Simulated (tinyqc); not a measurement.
Coherent transport through a tight-binding region between two chains, step by step. One step of it, computed by the program tinyqc.

Question. Transmission at E = 0.09 eV. Surface Green function g = (E - i sqrt(4 t^2 - E^2)) / (2 t^2); self-energy tc^2 g on each contact site; G = (E - H - Sigma)^(-1); Gamma = -2 Im Sigma; T = Gamma_L Gamma_R |G_LR|^2; local density of states -Im G_ii / pi.

H of the central region (eV):
```
           1          2          3          4
1   0.000000  -1.530000   0.000000   0.000000
2  -1.530000   0.000000  -2.340000   0.000000
3   0.000000  -2.340000   0.000000  -0.420000
4   0.000000   0.000000  -0.420000   0.000000
```

Leads: semi-infinite chains with site energy 0:
```
parameter                           value
lead hopping t (eV)              2.810000
coupling to the left lead (eV)   0.560000
coupling to the right lead (eV)  1.070000
left contact site                       1
right contact site                      4
```

E = 0.090000 eV

Give: g; G; local density of states; transmission.

Answer.

g = 0.0057-0.3558i 1/eV

G (1/eV):
```
                 1                2                3                4
1   0.9723-3.1576i   0.3672+0.1111i  -0.6499+2.0603i  -1.9068-1.0607i
2   0.3672+0.1111i  -0.0131-0.0332i   0.1877-0.0714i   0.0326+0.2002i
3  -0.6499+2.0603i   0.1877-0.0714i   0.4177-1.3444i   1.2455+0.6858i
4  -1.9068-1.0607i   0.0326+0.2002i   1.2455+0.6858i  -0.4484-1.2625i
```

local density of states (1/eV): 1.0051  0.0106  0.4279  0.4019

transmission = 0.8657
